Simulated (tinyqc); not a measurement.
The window of frequencies: the 3-omega method: a line heater on a substrate with a thin film. Computed by tinyqc, a small Python program. Command: `OMP_NUM_THREADS=1 python tinyqc.py 3023636 3023637 out.jsonl threeomega walk`. One thread of a shared host (Intel(R) Xeon(R) Processor @ 2.30GHz), about 0.01 s of CPU time with the checks.

A current at angular frequency omega = 2 pi f heats the line at 2 omega with the amplitude P per length; the temperature swing Delta T at 2 omega gives a voltage at 3 omega. The substrate is taken as semi-infinite and isotropic, and the heat capacity of heater and film is left out.

Inputs (values chosen for the exercise, modelled on hafnia on germanium): substrate conductivity kappa = 58.5 W/(m K); substrate heat capacity C = 1.74 1e6 J/(m^3 K); heater half-width b = 5.5 micrometre; power amplitude per length P = 5.7 W/m; current frequency f = 28 Hz; substrate thickness d_s = 725 micrometre.

Method:
- D = kappa/C; q = sqrt(2 i omega/D); penetration depth 1/|q| = sqrt(D/(2 omega)).
- Delta T_s = (P/(pi kappa)) int_0^infinity (sin x/x)^2 / sqrt(x^2 + (q b)^2) dx with (q b)^2 = i |q b|^2, averaged over the heater width (12 Gauss-Legendre points on each of the pieces 0, 14 log-spaced edges from 1e-5 to 1, and multiples of pi to 40 pi; the tail adds 1/(4 (40 pi)^2)).
- For |q| b much below 1: Delta T_s = (P/(pi kappa)) [-ln(|q| b) + eta - i pi/4], eta = 3/2 - C_E = 0.92278, with Euler's C_E = 0.5772157.
- The slope value uses each f and 2f: kappa = P ln 2/(2 pi [Delta T(f) - Delta T(2f)]).

diffusivity D = 33.6207 mm^2/s

Bare substrate; columns: (1) f (Hz); (2) penetration depth (micrometre); (3) |q| b; (4) in-phase (K); (5) out-of-phase (K); (6) narrow-line form (K); (7) kappa from the slope (W/(m K)):
```
(1)           (2)        (3)        (4)         (5)         (6)     (7)
0.88       1743.6  0.0031543    0.20723   -0.024359     0.20723  58.500
8.8        551.39  0.0099748    0.17153   -0.024356     0.17153  58.502
88         174.36   0.031543    0.13582   -0.024336     0.13582  58.522
440        77.978   0.070533    0.11088   -0.024265     0.11086  58.609
1800       38.553    0.14266   0.089097   -0.024048    0.089015  58.943
8800       17.436    0.31543   0.064797   -0.023244    0.064405  60.605
35000      8.7431    0.62907   0.044459   -0.021293    0.042996  66.432
180000     3.8553     1.4266   0.023688   -0.016148    0.017601  95.055
880000     1.7436     3.1543   0.010929  -0.0093630  -0.0070090  196.08
5.30e+06  0.71049     7.7411  0.0044501  -0.0041913   -0.034853  482.44
```

What follows from these numbers?

The slope gives kappa within 1 % up to |q| b = 0.14 (f = 1800 Hz) among these rows. The penetration depth stays under d_s/5 = 145 micrometre from f = 440 Hz up, so a usable window lies between the two. At high f the flow turns one-dimensional: in-phase and out-of-phase parts become equal in size (ratio 0.94 in the last row) and fall as f^(-1/2) (exponent -0.50). Caution: the penetration depth exceeds a fifth of the substrate thickness, so the back face is felt and the semi-infinite formula fails.
